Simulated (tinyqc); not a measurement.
Resistance of a tapered via with liner, size effect and interface: one step of the calculation.

A round via whose diameter grows from db at the bottom as D(z) = db + 2 z/tan(ang). The fill, of diameter D - 2 tl, starts above the bottom liner (thickness fb tl) and has rho = rho0 (1 + ks lam/(D - 2 tl)); the sidewall liner conducts in parallel with it. The bottom liner and the interface are crossed over the full area pi db^2/4. Spreading in the lines above and below is left out.

Task. Slices of the via. Slices between z0 = fb tl and hv, evaluated at their midpoints: conductance per length pi/4 [(D - 2 tl)^2/rho + (D^2 - (D - 2 tl)^2)/rl], slice resistance = slice height over that. 10 slices.

Inputs (values chosen for the exercise); fill metal close to molybdenum:
- db = 21 nm (diameter at the bottom)
- hv = 42 nm (height)
- ang = 89 degrees (sidewall angle)
- rho0 = 5.26 uohm cm (bulk resistivity of the fill)
- lam = 11.4 nm (mean free path of the fill)
- ks = 1.5 (size-effect factor)
- tl = 0.4 nm (liner on the sidewall)
- fb = 0.5 (liner at the bottom over that on the sidewall)
- rl = 230 uohm cm (resistivity of the liner)

Give: z; D; rho; slice resistance.

Result.

```
slice	z (nm)	D (nm)	rho (uohm cm)	slice resistance (ohm)
0	2.2900	21.080	9.6952	1.2504
1	6.4700	21.226	9.6635	1.2286
2	10.650	21.372	9.6323	1.2073
3	14.830	21.518	9.6015	1.1866
4	19.010	21.664	9.5711	1.1664
5	23.190	21.810	9.5412	1.1467
6	27.370	21.955	9.5117	1.1275
7	31.550	22.101	9.4825	1.1087
8	35.730	22.247	9.4538	1.0904
9	39.910	22.393	9.4255	1.0725
```

Numbers from tinyqc (`OMP_NUM_THREADS=1 python tinyqc.py 2750059 2750060 out.jsonl`; about 0.01 s on one thread of a shared Intel Xeon 2.30GHz).
